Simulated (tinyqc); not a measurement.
Ballistic conductance of a hard-wall strip of a two-dimensional electron gas by counting modes: one step of the calculation.

Subband edges E_n = C (n pi/W)^2/m, n = 1, 2, ...; C = hbar^2/(2 m0). Every mode transmits fully; spin gives the factor 2 in 2 q^2/h, valleys the factor gv.

Problem. Subband edges and their occupation. List the edges below Et; each adds its degeneracy times f = 1/(1 + exp((E_n - Ef)/Vt)) to the thermal mode count.

Inputs (values chosen for the exercise): temperature T = 300 K; mass m = 0.19 m0; Fermi energy above the 2D band edge Ef = 0.218 eV; width W = 22 nm; highest subband edge listed Et = 0.321 eV.

Constants: q = 1.602176634e-19 C, kB = 1.380649e-23 J/K, hbar = 1.054571817e-34 J s, m0 = 9.1093837015e-31 kg, Vt = kB T/q, hbar^2/(2 m0) = 0.0380998212 eV nm^2. Results are converted to the units shown.

Find: edge; degeneracy; f.

Solution.

```
mode  edge (eV)  degeneracy        f
1       0.00409           1  0.99975
2       0.01636           1  0.99959
3       0.03680           1  0.99910
4       0.06542           1  0.99727
5       0.10223           1  0.98877
6       0.14721           1  0.93926
7       0.20036           1  0.66423
8       0.26170           1  0.15572
```

Program tinyqc, `OMP_NUM_THREADS=1 python tinyqc.py 2740007 2740008 out.jsonl`; Intel Xeon 2.30GHz, shared host, one thread, about 0.04 s.
